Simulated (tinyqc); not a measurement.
Double-gate transistor below threshold, two-dimensional Poisson equation on a small mesh: two steps of the calculation.

Half of a symmetric double-gate structure: row 0 is the mid-plane of the body, where the normal field vanishes. Mobile charge is neglected (subthreshold), the body is fully depleted, and potentials are counted from the intrinsic level; rows run upward to the gate, columns from source to drain.

Inputs (values chosen for the exercise); semiconductor permittivity close to that of silicon: relative permittivity of the semiconductor eps_r = 11.9; relative permittivity of the insulator eox = 9; half the body thickness tb = 3 nm; insulator thickness tox = 1.8 nm; channel length L = 21 nm; acceptor density of the depleted body Na = 1.6e18 cm^-3.

Constants: q = 1.602176634e-19 C, eps0 = 8.8541878128e-14 F/cm where lengths are in cm. Results are converted to the units shown.

Question 1. Coefficients of the five-point equations. Mesh: rows i = 0..2 in the semiconductor (step hs = tb/2, row 2 on the interface), then 2 step(s) ho = tox/2 up to the gate row 4; columns j = 0..5 (step hy = L/5). Box integration, divided by eps0: up_i = eps hy/h of the interval above row i, dn_i = that of the interval below (0 for row 0), lat_i = (sum of eps h/2 over the intervals above and below)/hy, s_i = -q Na w_i hy/eps0 with w_i the semiconductor height of the box (hs/2 for row 0 and the interface row, hs between, 0 in the insulator). Each free node obeys (up + dn + 2 lat) psi = up psi(above) + dn psi(below) + lat [psi(left) + psi(right)] + s.

Find: up; dn; lat; s.

Answer 1.

```
row,up,dn,lat,s (V)
0,33.32,0,2.125,-0.09120
1,33.32,33.32,4.250,-0.1824
2,42.00,33.32,3.089,-0.09120
3,42.00,42.00,1.929,0
```

Question 2. Over-relaxation sweep (omega = 1.4). Free nodes: rows 0..3, columns 1..4, taken row by row from row 0, left to right. t = (up psi(above) + dn psi(below) + lat [psi(left) + psi(right)] + s)/(up + dn + 2 lat), with the newest neighbours; psi(new) = psi + 1.4 (t - psi).

psi after iteration 1 (V):
```
,j=0,j=1,j=2,j=3,j=4,j=5
row 0,0.59000000,0.04332102,0.00003196,-0.00339590,0.04701139,0.64000000
row 1,0.59000000,0.07021534,0.00218145,-0.00533392,0.07604328,0.64000000
row 2,0.59000000,0.06993345,0.00339322,-0.00443959,0.07568705,0.64000000
row 3,0.32000000,0.09010180,0.03850337,0.03167541,0.09569424,0.34500000
row 4,0.05000000,0.05000000,0.05000000,0.05000000,0.05000000,0.05000000
```

```
row,up,dn,lat,s (V)
0,33.32,0,2.125,-0.091199446
1,33.32,33.32,4.25,-0.18239889
2,42,33.32,3.0892857,-0.091199446
3,42,42,1.9285714,0
```

Give: psi after iteration 2.

Answer 2.

psi after iteration 2 (V):
```
,j=0,j=1,j=2,j=3,j=4,j=5
row 0,0.59000,0.11318,0.00799,-0.00431,0.12255,0.64000
row 1,0.59000,0.12908,0.01260,0.00032,0.13996,0.64000
row 2,0.59000,0.14084,0.03930,0.02935,0.15283,0.64000
row 3,0.32000,0.10270,0.04850,0.04487,0.10945,0.34500
row 4,0.05000,0.05000,0.05000,0.05000,0.05000,0.05000
```

Program tinyqc, `OMP_NUM_THREADS=1 python tinyqc.py 2480039 2480040 out.jsonl`; Intel Xeon 2.30GHz, shared host, one thread, about 0.09 s.
